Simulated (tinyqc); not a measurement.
Opening the gap, as alloying or pressure does: deep trap from a strong local potential in a two-band host (Koster-Slater model with semi-elliptic bands). Computed by tinyqc, a small Python program. Command: `OMP_NUM_THREADS=1 python tinyqc.py 3028244 3028245 out.jsonl deeptrap walk`. One thread of a shared host (Intel(R) Xeon(R) Processor @ 2.30GHz), about 0.02 s of CPU time with the checks.

The valence band spans -2 W_v to 0 and the conduction band E_g to E_g + 2 W_c. The orbital at the impurity site has weight f_v in the valence band and 1 - f_v in the conduction band, each spread as a semi-ellipse (2/(pi W^2)) sqrt(W^2 - x^2) about the band centre. The impurity adds U to this orbital. Spin is left out.

Inputs (values chosen for the exercise, with a gap close to that of ZnSe):

| quantity | value | unit |
|---|---|---|
| gap E_g | 2.68 | eV |
| half-width of the valence band W_v | 6 | eV |
| half-width of the conduction band W_c | 5.3 | eV |
| valence weight f_v of the site orbital | 0.61 | - |
| impurity potential U | 36.1 | eV |

Impurity: repulsive, acceptor-like.

Method:
- In the gap G(E) = f_v (2/W_v^2)[x - sqrt(x^2 - W_v^2)] - (1 - f_v)(2/W_c^2)[y - sqrt(y^2 - W_c^2)], x = E + W_v, y = E_g + W_c - E.
- The trap level solves G(E) = 1/U (bisection). With D = -dG/dE = D_v + D_c, D_v = f_v (2/W_v^2)[x/sqrt(x^2 - W_v^2) - 1] and D_c = (1 - f_v)(2/W_c^2)[y/sqrt(y^2 - W_c^2) - 1], the weight on the impurity orbital is 1/(U^2 D) and the conduction-band character is D_c/D.
- The conduction band is shifted rigidly; widths, weights and U stay.

Against the gap:

| E_g (eV) | E_t (eV) | depth below E_c (eV) | conduction character |
|---|---|---|---|
| 1.34 | 0.8031 | 0.5369 | 0.50332 |
| 1.74 | 1.0009 | 0.7391 | 0.48610 |
| 2.14 | 1.1925 | 0.9475 | 0.47237 |
| 2.41 | 1.3189 | 1.0911 | 0.46433 |
| 2.68 | 1.4433 | 1.2367 | 0.45698 |
| 3.08 | 1.6240 | 1.4560 | 0.44705 |
| 3.48 | 1.8010 | 1.6790 | 0.43796 |
| 4.29 | 2.1489 | 2.1411 | 0.42137 |

As the conduction band moves up by 2.950 eV the level follows by 1.346 eV, a mean slope of 0.46; the local slope is the conduction character. A shallow donor would follow with slope 1 and a shallow acceptor with slope 0.
